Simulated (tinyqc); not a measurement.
Resistive memory cell, filament-gap model with Joule heating: one step of the calculation.

A tunnelling gap g separates the tip of a filament from the electrode. I = I0 exp(-g/g0) sinh(Vd/V0), with Vd = V - I Rs on the device; T = T0 + Rth Vd I at once; the gap closes as dg/dt = -nu exp(-q Ea/(kB T)) sinh(al q Vd/(kB T)). All constants are fitting values of a compact model.

Question. Voltage on the device. I = I0 exp(-g/g0) sinh(Vd/V0); Vd(new) = V - Rs I.

Values chosen for this exercise:
```
symbol  value  unit            meaning
I0       0.33    mA      current scale
g0       0.27    nm  tunnelling length
V0       0.29     V      voltage scale
Rs       2000   ohm  series resistance
V        0.65     V      pulse voltage
```

Vd at the start = 0.65 V
g = 1.7 nm

Wanted: I; Vd after iteration 1.

Answer.

I = 2.8283 uA
Vd after iteration 1 = 0.64434 V

Numbers from tinyqc (`OMP_NUM_THREADS=1 python tinyqc.py 2880023 2880024 out.jsonl`; about 0.07 s on one thread of a shared Intel Xeon 2.30GHz).
